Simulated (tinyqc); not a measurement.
Time-dependent dielectric breakdown: cell percolation, Weibull statistics, area scaling and voltage extrapolation: one step, computed by the program tinyqc. Command: `OMP_NUM_THREADS=1 python tinyqc.py 3028363 3028364 out.jsonl tddb walk`. One thread of a shared host (Intel(R) Xeon(R) Processor @ 2.30GHz), about 0.01 s of CPU time with the checks.

The oxide is divided into columns of area a^2, each holding m = t_ox/a cells (m is taken as continuous). A share lambda(t) = (t/t_1)^alpha of the cells is defective, and a column whose cells are all defective breaks down.

Problem. Fitting the sample. W = ln(-ln(1 - F_i)) with the median ranks F_i. Least squares in W: W = beta ln t - beta ln t63. Maximum likelihood: solve sum t^b ln t/sum t^b - 1/b = mean of ln t for b, then t63 = (mean of t^b)^(1/b).

Weibull plot:

| i | t (s) | F_i | ln t | W |
|---|---|---|---|---|
| 1 | 3462.72 | 0.0673077 | 8.149809 | -2.663843 |
| 2 | 4818.35 | 0.1634615 | 8.480187 | -1.723263 |
| 3 | 5678.09 | 0.2596154 | 8.644370 | -1.202023 |
| 4 | 6386.14 | 0.3557692 | 8.761885 | -0.821667 |
| 5 | 7268.47 | 0.4519231 | 8.891301 | -0.508595 |
| 6 | 8567.43 | 0.5480769 | 9.055723 | -0.230365 |
| 7 | 8644.63 | 0.6442308 | 9.064693 | 0.032925 |
| 8 | 9239.87 | 0.7403846 | 9.131283 | 0.299033 |
| 9 | 9891.10 | 0.8365385 | 9.199390 | 0.593977 |
| 10 | 10274.96 | 0.9326923 | 9.237465 | 0.992689 |

Give: slope by least squares; t63 by least squares; slope by maximum likelihood; t63 by maximum likelihood.

Solution.

slope by least squares = 3.1309

t63 by least squares = 8338.9 s

slope by maximum likelihood = 4.0857

t63 by maximum likelihood = 8213.5 s

Caution: t_1 is an input here; in a real oxide it changes with thickness at fixed voltage.
